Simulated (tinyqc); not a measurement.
Inside a calculation. Method: RHF in the sto-6g basis, for H4, spin multiplicity 1. Computed by tinyqc, a small Python program that keeps every step (integrals from PySCF). Settings: charge = 0, multiplicity = 1, basis = sto-6g, energy threshold = 1e-09, iteration cap = 65, orthogonalisation = canonical, start = random, DIIS depth = 4, method = RHF. Command: `OMP_NUM_THREADS=1 python tinyqc.py 26115 26116 out.jsonl` (the two numbers bound the seeds that draw the settings). One thread of a shared host (Intel(R) Xeon(R) Processor @ 2.60GHz), about 0.09 s of CPU time with the checks. Later iterations appear only in the table of the cycle.

## One-electron integrals

Geometry (angstrom):
```
atom         x         y         z
H     0.000000  0.000000  0.000000
H     0.000000  0.000000  1.094000
H     0.000000  0.000000  3.465000
H     0.000000  0.000000  4.559000
```

Basis sto-6g: exponents (1/bohr^2) and contraction coefficients of normalised primitives:
```
element  l (shell)   exponent  coefficient
H            s (1)  35.523221     0.009164
H            s (1)   6.513144     0.049361
H            s (1)   1.822143     0.168538
H            s (1)   0.625955     0.370563
H            s (1)   0.243077     0.416492
H            s (1)   0.100112     0.130334
```

Overlap, kinetic and nuclear-attraction integrals over the contracted functions; the nuclear repulsion is the sum of Za Zb / Rab.

nuclear repulsion = 1.61211904 hartree

overlap S, order 1H 1s, 2H 1s, 3H 1s, 4H 1s:
$$\begin{pmatrix}
1.000000 & 0.443250 & 0.009199 & 0.001026 \\
0.443250 & 1.000000 & 0.065093 & 0.009199 \\
0.009199 & 0.065093 & 1.000000 & 0.443250 \\
0.001026 & 0.009199 & 0.443250 & 1.000000
\end{pmatrix}$$

kinetic energy T (hartree), order 1H 1s, 2H 1s, 3H 1s, 4H 1s:
$$\begin{pmatrix}
0.768522 & 0.081313 & -0.002937 & -0.000483 \\
0.081313 & 0.768522 & -0.011122 & -0.002937 \\
-0.002937 & -0.011122 & 0.768522 & 0.081313 \\
-0.000483 & -0.002937 & 0.081313 & 0.768522
\end{pmatrix}$$

nuclear attraction V (hartree), order 1H 1s, 2H 1s, 3H 1s, 4H 1s:
$$\begin{pmatrix}
-1.981836 & -0.820383 & -0.013295 & -0.001432 \\
-0.820383 & -2.088929 & -0.094820 & -0.013295 \\
-0.013295 & -0.094820 & -2.088929 & -0.820383 \\
-0.001432 & -0.013295 & -0.820383 & -1.981836
\end{pmatrix}$$

core Hamiltonian H = T + V (hartree), order 1H 1s, 2H 1s, 3H 1s, 4H 1s:
$$\begin{pmatrix}
-1.213314 & -0.739070 & -0.016231 & -0.001915 \\
-0.739070 & -1.320407 & -0.105942 & -0.016231 \\
-0.016231 & -0.105942 & -1.320407 & -0.739070 \\
-0.001915 & -0.016231 & -0.739070 & -1.213314
\end{pmatrix}$$

## Two-electron integrals

Functions are numbered as in S; the eight-fold symmetry (ij|kl) = (ji|kl) = (kl|ij) leaves the list below.

Two-electron integrals (ij|kl) in chemists' order, unique and non-zero (hartree):
```
(11|11) 0.774999   (21|11) 0.268312   (21|21) 0.122837   (22|11) 0.448514
(22|21) 0.268312   (22|22) 0.774999   (31|11) 0.003042   (31|21) 0.001594
(31|22) 0.004190   (31|31) 0.000033   (32|11) 0.015872   (32|21) 0.009209
(32|22) 0.027488   (32|31) 0.000247   (32|32) 0.001998   (33|11) 0.152719
(33|21) 0.080939   (33|22) 0.222986   (33|31) 0.003042   (33|32) 0.027488
(33|33) 0.774999   (41|11) 0.000268   (41|21) 0.000144   (41|22) 0.000392
(41|31) 3.42e-06   (41|32) 0.000026   (41|33) 0.000392   (41|41) 3.72e-07
(42|11) 0.001857   (42|21) 0.001046   (42|22) 0.003042   (42|31) 0.000030
(42|32) 0.000247   (42|33) 0.004190   (42|41) 3.42e-06   (42|42) 0.000033
(43|11) 0.058683   (43|21) 0.030311   (43|22) 0.080939   (43|31) 0.001046
(43|32) 0.009209   (43|33) 0.268312   (43|41) 0.000144   (43|42) 0.001594
(43|43) 0.122837   (44|11) 0.116073   (44|21) 0.058683   (44|22) 0.152719
(44|31) 0.001857   (44|32) 0.015872   (44|33) 0.448514   (44|41) 0.000268
(44|42) 0.003042   (44|43) 0.268312   (44|44) 0.774999
```

## Orthogonalisation

S = U s U^T; canonical form X = U s^(-1/2), so that X^T S X = 1. Each column of U has its largest component positive (the first on a tie).

eigenvalues of S: [0.531708, 0.579478, 1.402172, 1.486641]

X, order 1H 1s, 2H 1s, 3H 1s, 4H 1s:
$$\begin{pmatrix}
-0.659982 & 0.679626 & 0.437513 & 0.395333 \\
0.710485 & -0.633209 & 0.406414 & 0.424312 \\
-0.710485 & -0.633209 & -0.406414 & 0.424312 \\
0.659982 & 0.679626 & -0.437513 & 0.395333
\end{pmatrix}$$

## Starting guess

The start is random orthonormal orbitals; D = 2 C_occ C_occ^T.

D at the start, order 1H 1s, 2H 1s, 3H 1s, 4H 1s:
$$\begin{pmatrix}
2.191326 & -1.127029 & 0.135607 & 0.654177 \\
-1.127029 & 2.500180 & -0.139742 & 0.083599 \\
0.135607 & -0.139742 & 0.010943 & 0.025173 \\
0.654177 & 0.083599 & 0.025173 & 0.287164
\end{pmatrix}$$

## Iteration 1: building the Fock matrix

J_ij = sum D_kl (ij|kl), K_ij = sum D_kl (ik|jl); F = H + J - 0.5 K; E = tr D H + tr D J / 2 - 0.25 tr D K + E_nn.

Coulomb J (hartree), order 1H 1s, 2H 1s, 3H 1s, 4H 1s:
$$\begin{pmatrix}
2.249857 & 0.999393 & 0.014116 & 0.001324 \\
0.999393 & 2.360531 & 0.087656 & 0.010265 \\
0.014116 & 0.087656 & 0.854864 & 0.346968 \\
0.001324 & 0.010265 & 0.346968 & 0.741798
\end{pmatrix}$$

exchange K (hartree), order 1H 1s, 2H 1s, 3H 1s, 4H 1s:
$$\begin{pmatrix}
1.401352 & 0.616790 & 0.060411 & 0.085642 \\
0.616790 & 1.598756 & 0.064417 & 0.051645 \\
0.060411 & 0.064417 & 0.057827 & 0.096021 \\
0.085642 & 0.051645 & 0.096021 & 0.237933
\end{pmatrix}$$

Fock matrix F (hartree), order 1H 1s, 2H 1s, 3H 1s, 4H 1s:
$$\begin{pmatrix}
0.335867 & -0.048073 & -0.032321 & -0.043412 \\
-0.048073 & 0.240747 & -0.050494 & -0.031788 \\
-0.032321 & -0.050494 & -0.494457 & -0.440113 \\
-0.043412 & -0.031788 & -0.440113 & -0.590483
\end{pmatrix}$$

total energy of this density = -0.12880265 hartree

## Iteration 1: diagonalisation and new density

Diagonalise F' = X^T F X, C = X C', fill 2 alpha and 2 beta electrons from the bottom; D = 2 C_occ C_occ^T. Each column has its largest component positive (the first on a tie).

F' = X^T F X (hartree):
$$\begin{pmatrix}
0.247527 & -0.393090 & -0.013722 & -0.019429 \\
-0.393090 & 0.175428 & 0.086215 & -0.017450 \\
-0.013722 & 0.086215 & -0.208155 & 0.422762 \\
-0.019429 & -0.017450 & 0.422762 & -0.302512
\end{pmatrix}$$

orbital energies (hartree): MO1 -0.688342, MO2 -0.178643, MO3 0.165332, MO4 0.613942

coefficients C, order 1H 1s, 2H 1s, 3H 1s, 4H 1s:
$$\begin{pmatrix}
0.038026 & -0.015956 & 0.476414 & 1.008218 \\
0.011223 & 0.030886 & 0.693555 & -0.876845 \\
0.482867 & 1.002178 & -0.092625 & 0.069680 \\
0.685669 & -0.878877 & 0.004880 & -0.050819
\end{pmatrix}$$

D after iteration 1, order 1H 1s, 2H 1s, 3H 1s, 4H 1s:
$$\begin{pmatrix}
0.003401 & -0.000132 & 0.004741 & 0.080192 \\
-0.000132 & 0.002160 & 0.072745 & -0.038899 \\
0.004741 & 0.072745 & 2.475042 & -1.099408 \\
0.080192 & -0.038899 & -1.099408 & 2.485134
\end{pmatrix}$$

## Iteration 2: building the Fock matrix

As before.

Coulomb J (hartree), order 1H 1s, 2H 1s, 3H 1s, 4H 1s:
$$\begin{pmatrix}
0.543179 & 0.282270 & 0.009897 & 0.001324 \\
0.282270 & 0.760451 & 0.087619 & 0.014470 \\
0.009897 & 0.087619 & 2.447547 & 1.062395 \\
0.001324 & 0.014470 & 1.062395 & 2.448940
\end{pmatrix}$$

exchange K (hartree), order 1H 1s, 2H 1s, 3H 1s, 4H 1s:
$$\begin{pmatrix}
0.003199 & 0.003135 & 0.016490 & 0.010568 \\
0.003135 & 0.010524 & 0.073353 & 0.015969 \\
0.016490 & 0.073353 & 1.636934 & 0.703191 \\
0.010568 & 0.015969 & 0.703191 & 1.640072
\end{pmatrix}$$

Fock matrix F (hartree), order 1H 1s, 2H 1s, 3H 1s, 4H 1s:
$$\begin{pmatrix}
-0.671734 & -0.458368 & -0.014579 & -0.005876 \\
-0.458368 & -0.565218 & -0.054999 & -0.009745 \\
-0.014579 & -0.054999 & 0.308674 & -0.028270 \\
-0.005876 & -0.009745 & -0.028270 & 0.415590
\end{pmatrix}$$

total energy of this density = 0.19592130 hartree

## Iteration 2: DIIS over 2 matrices

error matrix X^T (FDS - SDF) X:
$$\begin{pmatrix}
0.000000 & 0.172824 & -0.041826 & -0.093195 \\
-0.172824 & 0.000000 & -0.069175 & -0.039507 \\
0.041826 & 0.069175 & 0.000000 & -0.151682 \\
0.093195 & 0.039507 & 0.151682 & 0.000000
\end{pmatrix}$$

B (overlaps of the stored error matrices):
$$\begin{pmatrix}
1.2175701e+00 & -1.7824707e-01 \\
-1.7824707e-01 & 1.3931249e-01
\end{pmatrix}$$

Minimise |sum c_i e_i|^2 with sum c_i = 1: solve [B -1; -1 0][c; lambda] = [0; -1] with B_ij = tr e_i^T e_j, and take F = sum c_i F_i.

DIIS coefficients: [0.185341, 0.814659]

extrapolated F (hartree), order 1H 1s, 2H 1s, 3H 1s, 4H 1s:
$$\begin{pmatrix}
-0.484984 & -0.382323 & -0.017868 & -0.012833 \\
-0.382323 & -0.415839 & -0.054164 & -0.013831 \\
-0.017868 & -0.054164 & 0.159820 & -0.104602 \\
-0.012833 & -0.013831 & -0.104602 & 0.229123
\end{pmatrix}$$

## Iteration 2: diagonalisation and new density

As before.

F' = X^T F X (hartree):
$$\begin{pmatrix}
0.252098 & 0.329386 & 0.004422 & 0.014808 \\
0.329386 & 0.170253 & -0.061730 & 0.002521 \\
0.004422 & -0.061730 & -0.230347 & -0.319063 \\
0.014808 & 0.002521 & -0.319063 & -0.283589
\end{pmatrix}$$

orbital energies (hartree): MO1 -0.580712, MO2 -0.122529, MO3 0.065595, MO4 0.546062

coefficients C, order 1H 1s, 2H 1s, 3H 1s, 4H 1s:
$$\begin{pmatrix}
0.665096 & -0.888737 & 0.100811 & -0.052949 \\
0.506522 & 0.975698 & -0.180307 & 0.099467 \\
0.020054 & 0.110285 & 0.647092 & -0.905352 \\
0.011575 & 0.018906 & 0.521007 & 0.986526
\end{pmatrix}$$

D after iteration 2, order 1H 1s, 2H 1s, 3H 1s, 4H 1s:
$$\begin{pmatrix}
2.464414 & -1.060507 & -0.169352 & -0.018207 \\
-1.060507 & 2.417102 & 0.235525 & 0.048618 \\
-0.169352 & 0.235525 & 0.025130 & 0.004634 \\
-0.018207 & 0.048618 & 0.004634 & 0.000983
\end{pmatrix}$$

## Iteration 3: building the Fock matrix

As before.

Coulomb J (hartree), order 1H 1s, 2H 1s, 3H 1s, 4H 1s:
$$\begin{pmatrix}
2.436041 & 1.055499 & 0.014438 & 0.001324 \\
1.055499 & 2.427796 & 0.087697 & 0.009943 \\
0.014438 & 0.087697 & 0.778384 & 0.288245 \\
0.001324 & 0.009943 & 0.288245 & 0.552375
\end{pmatrix}$$

exchange K (hartree), order 1H 1s, 2H 1s, 3H 1s, 4H 1s:
$$\begin{pmatrix}
1.637458 & 0.704086 & 0.004973 & -0.000951 \\
0.704086 & 1.617017 & 0.099549 & 0.026840 \\
0.004973 & 0.099549 & 0.039247 & 0.013924 \\
-0.000951 & 0.026840 & 0.013924 & 0.007397
\end{pmatrix}$$

Fock matrix F (hartree), order 1H 1s, 2H 1s, 3H 1s, 4H 1s:
$$\begin{pmatrix}
0.403998 & -0.035615 & -0.004280 & -0.000115 \\
-0.035615 & 0.298881 & -0.068019 & -0.019709 \\
-0.004280 & -0.068019 & -0.561646 & -0.457787 \\
-0.000115 & -0.019709 & -0.457787 & -0.664639
\end{pmatrix}$$

total energy of this density = 0.13254140 hartree

## Iteration 3: DIIS over 3 matrices

error matrix X^T (FDS - SDF) X:
$$\begin{pmatrix}
0.000000 & -0.209067 & -0.183093 & 0.255879 \\
0.209067 & 0.000000 & 0.239296 & -0.179611 \\
0.183093 & -0.239296 & 0.000000 & 0.124280 \\
-0.255879 & 0.179611 & -0.124280 & 0.000000
\end{pmatrix}$$

B (overlaps of the stored error matrices):
$$\begin{pmatrix}
1.2175701e+00 & -1.7824707e-01 & -1.8238175e-01 \\
-1.7824707e-01 & 1.3931249e-01 & -1.6125770e-01 \\
-1.8238175e-01 & -1.6125770e-01 & 4.9534877e-01
\end{pmatrix}$$

As before.

DIIS coefficients: [0.138430, 0.590424, 0.271146]

extrapolated F (hartree), order 1H 1s, 2H 1s, 3H 1s, 4H 1s:
$$\begin{pmatrix}
-0.240572 & -0.286943 & -0.014243 & -0.009510 \\
-0.286943 & -0.219352 & -0.057906 & -0.015498 \\
-0.014243 & -0.057906 & -0.038487 & -0.201743 \\
-0.009510 & -0.015498 & -0.201743 & -0.016580
\end{pmatrix}$$

## Iteration 3: diagonalisation and new density

As before.

F' = X^T F X (hartree):
$$\begin{pmatrix}
0.254987 & 0.105011 & 0.008190 & 0.003142 \\
0.105011 & 0.168828 & -0.020682 & 0.006467 \\
0.008190 & -0.020682 & -0.232253 & -0.099406 \\
0.003142 & 0.006467 & -0.099406 & -0.284361
\end{pmatrix}$$

orbital energies (hartree): MO1 -0.361313, MO2 -0.157134, MO3 0.100113, MO4 0.325536

coefficients C, order 1H 1s, 2H 1s, 3H 1s, 4H 1s:
$$\begin{pmatrix}
0.602016 & -0.170236 & -0.908525 & -0.168383 \\
0.562534 & 0.005828 & 0.937184 & 0.236986 \\
0.086238 & 0.604088 & 0.085585 & -0.933419 \\
0.046230 & 0.556985 & -0.237533 & 0.936153
\end{pmatrix}$$

D after iteration 3, order 1H 1s, 2H 1s, 3H 1s, 4H 1s:
$$\begin{pmatrix}
0.782806 & 0.675325 & -0.101841 & -0.133975 \\
0.675325 & 0.632957 & 0.104065 & 0.058504 \\
-0.101841 & 0.104065 & 0.744719 & 0.680910 \\
-0.133975 & 0.058504 & 0.680910 & 0.624739
\end{pmatrix}$$

## Iteration 9 (converged): orbitals

converged F (hartree), order 1H 1s, 2H 1s, 3H 1s, 4H 1s:
$$\begin{pmatrix}
-0.223014 & -0.441933 & -0.013102 & 0.001016 \\
-0.441933 & -0.225899 & -0.048310 & -0.013102 \\
-0.013102 & -0.048310 & -0.225899 & -0.441933 \\
0.001016 & -0.013102 & -0.441933 & -0.223014
\end{pmatrix}$$

As before.

F' = X^T F X (hartree):
$$\begin{pmatrix}
0.429874 & 0.000000 & -0.009734 & 0.000000 \\
0.000000 & 0.358321 & 0.000000 & -0.006568 \\
-0.009734 & 0.000000 & -0.449436 & 0.000000 \\
0.000000 & -0.006568 & 0.000000 & -0.473448
\end{pmatrix}$$

orbital energies (hartree): MO1 -0.473499, MO2 -0.449544, MO3 0.358372, MO4 0.429982

coefficients C, order 1H 1s, 2H 1s, 3H 1s, 4H 1s:
$$\begin{pmatrix}
0.400686 & 0.430181 & 0.676483 & -0.664785 \\
0.419299 & 0.414253 & -0.636540 & 0.705943 \\
0.419299 & -0.414253 & -0.636540 & -0.705943 \\
0.400686 & -0.430181 & 0.676483 & 0.664785
\end{pmatrix}$$

D after iteration 9, order 1H 1s, 2H 1s, 3H 1s, 4H 1s:
$$\begin{pmatrix}
0.691210 & 0.692422 & -0.020392 & -0.049012 \\
0.692422 & 0.694835 & 0.008413 & -0.020392 \\
-0.020392 & 0.008413 & 0.694835 & 0.692422 \\
-0.049012 & -0.020392 & 0.692422 & 0.691210
\end{pmatrix}$$

## Convergence

Stop when the energy changes by less than 1e-09 hartree and every element of the error matrix X^T (F D S - S D F) X is below 9e-06.

Course of the cycle:
```
iteration  E (hartree)     change  largest element of the error matrix
1          -0.12880265          -                             5.75e-01
2           0.19592130   3.25e-01                             1.73e-01
3           0.13254140  -6.34e-02                             2.56e-01
4          -2.07956839  -2.21e+00                             9.68e-02
5          -2.08933742  -9.77e-03                             3.67e-02
6          -2.09067470  -1.34e-03                             1.27e-03
7          -2.09067667  -1.97e-06                             4.60e-04
8          -2.09067682  -1.49e-07                             9.21e-06
9          -2.09067682  -1.53e-10                             3.13e-08
```

PySCF RHF in the same basis = -2.09067682 hartree

Converged in 9 iterations.

## Populations, bond orders and dipole

Mulliken: Z minus the diagonal of D S on the atom; Loewdin: the same with S^(1/2) D S^(1/2); Mayer order: 2 sum_s sum (D(s) S)_ij (D(s) S)_ji over the two atoms.

Charges (e):
```
atom   Mulliken    Loewdin
1H     0.002111   0.001678
2H    -0.002111  -0.001678
3H    -0.002111  -0.001678
4H     0.002111   0.001678
```

Mayer bond orders:
```
pair      order
2-1    0.997486
3-1   -0.000089
3-2    0.002598
4-1    0.002598
4-2   -0.000089
4-3    0.997486
```

dipole moment about the origin, x y z (debye): [0.000000, 0.000000, 0.000000]
